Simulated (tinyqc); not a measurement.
Hubbard chain of 2 sites, step by step. Computed by tinyqc, a small Python program that keeps every step. Settings: hopping = 0.94, U = 3.7, mixing = 1, iteration cap = 56. Command: `OMP_NUM_THREADS=1 python tinyqc.py 30768 30769 out.jsonl` (the two numbers bound the seeds that draw the settings). One thread of a shared host (Intel(R) Xeon(R) Processor @ 2.60GHz), about 0.2 s of CPU time with the checks. Later iterations appear only in the table of the cycle.

## Mean-field iteration 1

one-body matrix (hopping and site energies) (eV):
```
           1          2
1   0.510000  -0.940000
2  -0.940000   0.210000
```

U = 3.700000 eV

electrons, up and down: 1  1

mixing = 1

n(up) at the start (a guess, not normalised): 1 0.500000, 2 0.500000

n(down) at the start (a guess): 1 0.500000, 2 0.500000

H(up) = T + U n(down), H(down) = T + U n(up); fill the lowest levels; n(new) = n + mixing (n(out) - n); E = tr T (rho up + rho down) + U sum n_up n_down of the output.

levels, up (eV): 1.258107  3.161893

levels, down (eV): 1.258107  3.161893

energy = 0.712153 eV

n(up) after iteration 1: 1 0.421210, 2 0.578790

n(down) after iteration 1: 1 0.421210, 2 0.578790

## Mean-field iteration 2

As before.

levels, up (eV): 1.259406  3.160594

levels, down (eV): 1.259406  3.160594

energy = 0.796622 eV

n(up) after iteration 2: 1 0.574440, 2 0.425560

n(down) after iteration 2: 1 0.574440, 2 0.425560

## Mean-field iteration 3

As before.

levels, up (eV): 1.178211  3.241789

levels, down (eV): 1.178211  3.241789

energy = 1.048066 eV

n(up) after iteration 3: 1 0.293840, 2 0.706160

n(down) after iteration 3: 1 0.293840, 2 0.706160

## Convergence

Each step fills the lowest levels of T + U n(other spin) and sets n(new) = n + mixing (n(out) - n); stop when output and input agree to 1e-8.

Course of the cycle:
```
iteration      E (eV)  largest |n(out) - n(in)|  mean |n_up - n_down|
1          0.71215294                  7.88e-02              0.000000
2          0.79662176                  1.53e-01              0.000000
3          1.04806613                  2.81e-01              0.000000
4          1.71067280                  4.79e-01              0.000000
5          2.27040595                  6.62e-01              0.000000
6          2.91044944                  7.92e-01              0.000000
7          2.77070962                  8.38e-01              0.000000
8          3.10814695                  8.54e-01              0.000000
9          2.81779789                  8.58e-01              0.000000
10         3.12293741                  8.59e-01              0.000000
11         2.82107535                  8.59e-01              0.000000
...               ...                       ...                   ...
46         3.12401937                  8.59e-01              0.000000
47         2.82131384                  8.59e-01              0.000000
48         3.12401937                  8.59e-01              0.000000
49         2.82131384                  8.59e-01              0.000000
50         3.12401937                  8.59e-01              0.000000
51         2.82131384                  8.59e-01              0.000000
52         3.12401937                  8.59e-01              0.000000
53         2.82131384                  8.59e-01              0.000000
54         3.12401937                  8.59e-01              0.000000
55         2.82131384                  8.59e-01              0.000000
56         3.12401937                  8.59e-01              0.000000
```

Not converged within 56 iterations: the residual has stopped falling: the iteration swings between two states. The lowest mean-field energy found from random starts is 0.23987 eV. Reruns (cap 100 unless said): mixing 0.2: converged in 19 to a higher stationary point (E = 0.68194); mixing 0.5: converged in 23 to a higher stationary point (E = 0.68194); mixing 0.9: not converged; the original settings with a cap of 400: not converged.

## The many-body Hamiltonian

Basis: all placements (u, d, 2, 0 on each site), up operators ordered before down ones; hops carry the sign of the same-spin electrons passed.

H (eV):
```
           20         ud         du         02
20   4.720000  -0.940000  -0.940000   0.000000
ud  -0.940000   0.720000   0.000000  -0.940000
du  -0.940000   0.000000   0.720000  -0.940000
02   0.000000  -0.940000  -0.940000   4.120000
```

## Exact diagonalisation (4 states)

Lowest levels of the sector, and the double occupancy of the lowest state.

lowest levels (eV): -0.070596  0.720000  4.335282  5.295314

double occupancy per site = 0.075420
